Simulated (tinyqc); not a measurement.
Changing the temperature T: oxide trap near a transistor channel: two-state multiphonon kinetics, telegraph noise and bias instability. Computed by tinyqc, a small Python program. Command: `OMP_NUM_THREADS=1 python tinyqc.py 3004511 3004512 out.jsonl oxidetrap sweep`. One thread of a shared host (Intel(R) Xeon(R) Processor @ 2.30GHz), about 0.01 s of CPU time with the checks.

An n-channel device under positive gate bias. The trap is empty (state 1) or holds an electron (state 2); both states are parabolas of equal curvature, and the electron reservoir is taken at the Fermi level of the channel.

Inputs (values chosen for the exercise, with an insulator like SiO2 on silicon): insulator constant eps_ox = 3.89; insulator thickness t_ox = 2.2 nm; trap depth x from the interface = 0.35 nm; tunnel barrier phi_b = 3.23 eV; tunnelling mass m_ox = 0.45 m_0; trap level above E_F at zero field E_t = 0.28 eV; relaxation energy E_R = 1 eV; oxide field F = 3.5 MV/cm; attempt rate k_0 at the interface = 2e+11 1/s; channel width W = 27 nm; channel length L = 34 nm; frequency f = 100 Hz.

Parts treated: one trap.

Constants: hbar^2/(2 m_0) = 3.80998212 eV angstrom^2; k_B = 8.617333262e-05 eV/K; e = 1.602176634e-19 C; eps_0 = 8.8541878128e-12 F/m.

Method:
- kappa = sqrt(2 m_ox phi_b)/hbar = sqrt(m_ox phi_b/(hbar^2/2m_0)); attenuation length lambda = 1/(2 kappa); factor exp(-x/lambda) for a rectangular barrier.
- E_21 = E_t - e F x is the energy of state 2 over state 1; barriers E_c = (E_R + E_21)^2/(4 E_R), E_e = E_c - E_21; tau_c = exp(E_c/k_B T)/(k_0 P), tau_e = exp(E_e/k_B T)/(k_0 P), P the tunnelling factor; occupation f_2 = tau_e/(tau_c + tau_e); 1/tau_0 = 1/tau_c + 1/tau_e.
- Charge-sheet step dV = e (t_ox - x)/(eps_ox eps_0 W L); Lorentzian spectrum S(f) = 4 dV^2 tau_0^2/((tau_c + tau_e)(1 + (2 pi f tau_0)^2)); corner 1/(2 pi tau_0); variance dV^2 f_2 (1 - f_2) = dV^2 tau_0/(tau_c + tau_e).

One run for each value:
```
temperature T (K)  capture time tau_c (s)  emission time tau_e (s)  corner frequency (Hz)  occupation f_2
200                             1.040e-01                1.118e-05              1.424e+04         0.00011
240                             4.077e-03                2.009e-06              7.926e+04         0.00049
280                             4.032e-04                5.897e-07              2.703e+05         0.00146
320                             7.111e-05                2.352e-07              6.789e+05         0.00330
360                             1.844e-05                1.151e-07              1.392e+06         0.00620
400                             6.264e-06                6.493e-08              2.476e+06         0.01026
440                             2.590e-06                4.066e-08              3.975e+06         0.01546
480                             1.240e-06                2.753e-08              5.909e+06         0.02172
```

Over the rows, capture time tau_c (s) falls from 0.104 to 1.24e-6 (exponent d ln y / d ln x -18 between the first rows and -8.5 between the last); emission time tau_e (s) falls from 1.12e-5 to 2.75e-8 (exponent d ln y / d ln x -9.4 between the first rows and -4.5 between the last); corner frequency (Hz) rises from 14200 to 5.91e6 (exponent d ln y / d ln x 9.4 between the first rows and 4.6 between the last). Arrhenius slopes give 0.335 eV for capture and 0.177 eV for emission; elastic tunnelling alone would leave only their difference E_21.
